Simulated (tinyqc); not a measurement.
# Length offset and series resistance from crossing lines

Problem. R_total = Rs + k (L - dL)/Vo with constant Rs, dL and k. Find k, dL and Rs.

R_total at (L, Vo) = (50, 0.41), (100, 0.41), (50, 0.94) and (100, 0.94), L in nm and Vo in V (ohm um): 524.24390  999.85366  285.04255  492.48936

Solution. At each overdrive R is a straight line in L with slope k/Vo; the two lines cross at L = dL, R = Rs.

k = 3.90 ohm um V/nm
dL = 5.40 nm
Rs = 100 ohm um

Numbers from tinyqc (`OMP_NUM_THREADS=1 python tinyqc.py 2282189 2282190 out.jsonl`; about 0.04 s on one thread of a shared Intel Xeon 2.30GHz).
